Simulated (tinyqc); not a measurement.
The phase diagram: regular and subregular solution with a miscibility gap. Computed by tinyqc, a small Python program. Command: `OMP_NUM_THREADS=1 python tinyqc.py 3012278 3012279 out.jsonl regsol walk`. One thread of a shared host (Intel(R) Xeon(R) Processor @ 2.30GHz), about 0.02 s of CPU time with the checks.

Per mole of mixing sites: G(x) = x (1 - x) [L0 + L1 (1 - 2x)] + R T [x ln x + (1 - x) ln(1 - x)], x the fraction of B.

Inputs (values chosen for the exercise, modelled on Ga(1-x)In(x)As): lattice constant a_A = 5.653 angstrom; lattice constant a_B = 6.058 angstrom; constant K = 49900 kJ angstrom^2.5/mol; asymmetry L1 = 0 kJ/mol.

Source of L0: delta-lattice-parameter rule.

Constants: R = 8.314462618 J/(mol K).

Method:
- A bonding enthalpy -K a^(-2.5) with a linear in x gives L0 = 4.375 K (a_A - a_B)^2/abar^4.5, abar the mean lattice constant; eta = (a_B - a_A)/abar.
- The spinodal is G'' = 0, R T_s(x) = x (1 - x) [2 L0 + 6 L1 (1 - 2x)]; the critical point is its maximum.
- G' = L0 (1 - 2x) + L1 (1 - 6x + 6x^2) + R T ln[x/(1 - x)]; G'' = -2 L0 - 6 L1 (1 - 2x) + R T/[x (1 - x)].
- Common tangent: F1 = G'(x1) - G'(x2) = 0 and F2 = [G - x G'](x1) - [G - x G'](x2) = 0. Newton step: J = [[G''(x1), -G''(x2)], [-x1 G''(x1), x2 G''(x2)]], J dx = -F; a step that would leave 0 < x < 1 is halved until it stays inside. The start is x1 = s0, x2 = 1 - s0.
- For this table each start is x_s1/6 and 1 - (1 - x_s2)/6. The dilute estimate of x1 is exp(-(L0 + L1)/(R T)).

critical temperature T_c = 756.984 K

critical composition x_c = 0.5

L0 = 12.5878 kJ/mol

Binodal and spinodal:
```
T (K)  binodal x1  spinodal x_s1  spinodal x_s2  binodal x2  dilute estimate of x1
303     0.0072139        0.11279        0.88721     0.99279              0.0067609
378      0.021124        0.14622        0.85378     0.97888               0.018221
454      0.046255        0.18367        0.81633     0.95375               0.035624
530      0.085753        0.22621        0.77379     0.91425               0.057467
606       0.14519        0.27670        0.72330     0.85481               0.082225
681       0.23683        0.34159        0.65841     0.76317                0.10827
727       0.33039        0.40049        0.59951     0.66961                0.12462
```

The dilute estimate is 0.94 of x1 at the lowest T and 0.38 at the highest: it drops the pull of the other solutes and the impurity of the second phase. Near the top the binodal is 1.70 times as wide as the spinodal; the mean-field limit at T_c is sqrt(3) = 1.73.

Extremes, crossings and ranges named in words are read from the listed rows.
